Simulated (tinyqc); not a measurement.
From lone donors to an impurity band: impurity band of shallow donors (Hubbard estimate).

Constants: e^2/(4 pi eps0) = 14.39964547 eV angstrom.

Values chosen for the exercise (out of a larger set: near those of two donors in Si; not measured data):
```
symbol  value                                      unit         meaning
a       18.2                                       angstrom     orbital radius
eps     11.4                                                    dielectric constant
Ns      (0.039, 0.098, 0.23, 0.59, 1.4, 2.9, 5.9)  x 1e18/cm^3  donor densities
```

Donors on a simple cubic lattice of spacing R = N^(-1/3) (1/angstrom^3 = 1e24/cm^3), Ha* = q/(eps a), q = e^2/(4 pi eps0), x = R/a. Hopping t = Ha* (1 + x) exp(-x), band width B = 12 t, on-site repulsion U = (5/8) Ha*; the gap closes near B/U = 1.15. Valley factors and disorder are left out.

Results:
```
N (1e18/cm^3),R (angstrom),N^(1/3) a,t (meV),B (meV),B/U
0.039,294.9,0.062,0.000110,0.00132,3.04e-05
0.098,216.9,0.084,0.00598,0.0718,0.00165
0.23,163.2,0.112,0.0882,1.06,0.0244
0.59,119.2,0.153,0.749,8.98,0.207
1.4,89.4,0.204,3.02,36.2,0.835
2.9,70.1,0.260,7.15,85.8,1.98
5.9,55.3,0.329,13.4,161,3.71
```

B/U passes 1.15 between 1.4 and 2.9 x 1e18/cm^3; the root is x = 4.52, N^(1/3) a = 0.221, N = 1.8 x 1e18/cm^3, below the 2.9 that the empirical rule N^(1/3) a = 0.26 gives; the estimate is rough, since random positions, the overlap of the orbitals and screening are left out. While N grows by 151 times, t grows by 1.22e+05 times.

Run: tinyqc, `OMP_NUM_THREADS=1 python tinyqc.py 1282158 1282159 out.jsonl`; Intel(R) Xeon(R) Processor @ 2.30GHz, one thread, shared host; about 0.01 s of CPU time with all checks.
